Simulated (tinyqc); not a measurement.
# Junctionless gate-all-around wire, depletion approximation: what changes with what

A uniformly doped n-type wire of radius R under a surrounding gate; long channel. Below flat band a shell from radius rc to R is fully depleted and the neutral core, at channel potential V (0 at the source, Vd at the drain), carries the current with constant mobility; s = (rc/R)^2 is the share of the cross-section that conducts. The edge of the depleted shell is taken as abrupt, so there is no subthreshold current.

Parameters, values chosen for the exercise; material values those of a made-up semiconductor:
- eps_r = 10.2 (relative permittivity of the semiconductor)
- eox = 9 (relative permittivity of the gate insulator)
- tox = 4.1 nm (insulator thickness)
- R = 10 nm (wire radius)
- Nd = 9.7e18 cm^-3 (donor density)
- Vfb = 0.74 V (flat-band voltage)
- mu = 50 cm^2/(V s) (effective mobility in the wire)
- L = 0.5 um (gate length)

Constants: q = 1.602176634e-19 C, eps0 = 8.8541878128e-14 F/cm where lengths are in cm. Results are converted to the units shown.

Each table varies one quantity; the others keep the values above.

## Effect of the insulator thickness on the threshold

Cox = eps0 eox/(R ln(1 + tox/R)); A = q Nd R^2/(4 eps0 eps_r); B = q Nd R/(2 Cox); VT = Vfb - A - B. The flat-band conductance is G0 = q mu Nd pi R^2/L.

The same in every row: A (V) = 0.43020; G0 (uS) = 4.8824.

Result of one run:

| tox (nm) | Cox (uF/cm^2) | B (V) | VT (V) |
|---|---|---|---|
| 2 | 4.3707 | 0.17779 | 0.13201 |

What becomes of these results when the insulator thickness tox is changed from 2 to 2.8 nm, all else the same?

Result of the changed run:

| tox (nm) | Cox (uF/cm^2) | B (V) | VT (V) |
|---|---|---|---|
| 2.8 | 3.2281 | 0.24072 | 0.069077 |

The whole series:

| tox (nm) | Cox (uF/cm^2) | B (V) | VT (V) |
|---|---|---|---|
| 1.4 | 6.0817 | 0.12777 | 0.18203 |
| 2 | 4.3707 | 0.17779 | 0.13201 |
| 2.8 | 3.2281 | 0.24072 | 0.069077 |
| 4.1 | 2.3193 | 0.33504 | -0.025246 |
| 5.9 | 1.7184 | 0.45220 | -0.14240 |
| 8.5 | 1.2953 | 0.59988 | -0.29009 |
| 12 | 1.0107 | 0.76885 | -0.45905 |

As tox goes from 1.4 to 12 nm, VT falls from 0.182 to -0.459 V and G0 stays at 4.88 uS. A + B goes on average as tox^(0.36). The device is normally off (VT > 0) in 3 of the 7 rows.

## Effect of the donor density on the threshold

Same model as above.

The same in every row: Cox (uF/cm^2) = 2.319.

Effect of the donor density on the threshold:

| Nd (cm^-3) | A (V) | B (V) | VT (V) | G0 (uS) |
|---|---|---|---|---|
| 1.2e18 | 0.05322 | 0.04145 | 0.6453 | 0.6040 |
| 2.1e18 | 0.09314 | 0.07254 | 0.5743 | 1.057 |
| 3.5e18 | 0.1552 | 0.1209 | 0.4639 | 1.762 |
| 5.9e18 | 0.2617 | 0.2038 | 0.2745 | 2.970 |
| 1e19 | 0.4435 | 0.3454 | -0.04891 | 5.033 |
| 1.7e19 | 0.7540 | 0.5872 | -0.6012 | 8.557 |
| 2.9e19 | 1.286 | 1.002 | -1.548 | 14.60 |

What does the table show?

As Nd goes from 1.2e18 to 2.9e19 cm^-3, VT falls from 0.645 to -1.55 V and G0 rises from 0.604 to 14.6 uS. A + B goes on average as Nd^(1.00). The device is normally off (VT > 0) in 4 of the 7 rows. More conductance costs threshold voltage: the same dopants that conduct must be depleted. For Nd = 1.7e19 to 2.9e19 cm^-3 the surface field at full depletion passes 1.5 MV/cm, where tunnelling or breakdown may set in.

tinyqc, about 0.01 s, one thread, Intel Xeon 2.30GHz (shared host): `OMP_NUM_THREADS=1 python tinyqc.py 2460105 2460106 out.jsonl`
